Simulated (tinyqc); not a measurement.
Crystal pulling from the melt: segregation, interface stability, heat balance and point-defect regime: one step, computed by the program tinyqc.

A dilute solute; steady pulling with a flat interface unless it is found unstable.

Task: Boundary layer and effective coefficient. delta = 1.61 D^(1/3) nu^(1/6) omega^(-1/2), omega = 2 pi rpm/60; k_eff = k0/[k0 + (1 - k0) exp(-V delta/D)] (Burton, Prim and Slichter); the melt at the interface is enriched by k_eff/k0.

Inputs (values chosen for the exercise, modelled on phosphorus in silicon):

| quantity | value | unit |
|---|---|---|
| equilibrium coefficient k0 | 0.34 | - |
| diffusivity in the melt D | 0.00013 | cm^2/s |
| kinematic viscosity nu | 0.0031 | cm^2/s |
| crystal rotation | 2 | rpm |
| pull rate V | 0.46 | mm/min |

Give: boundary layer delta; V delta/D; k_eff; enrichment at the interface.

Result:

boundary layer delta = 680.5 micrometre

V delta/D = 0.4013

k_eff = 0.4349

enrichment at the interface = 1.279

k_eff has moved 14.4 % of the way from k0 to 1. A 10 % ripple of V gives striations of 2.27 % in C_s, since d ln k_eff/d ln V = (1 - k_eff) V delta/D.
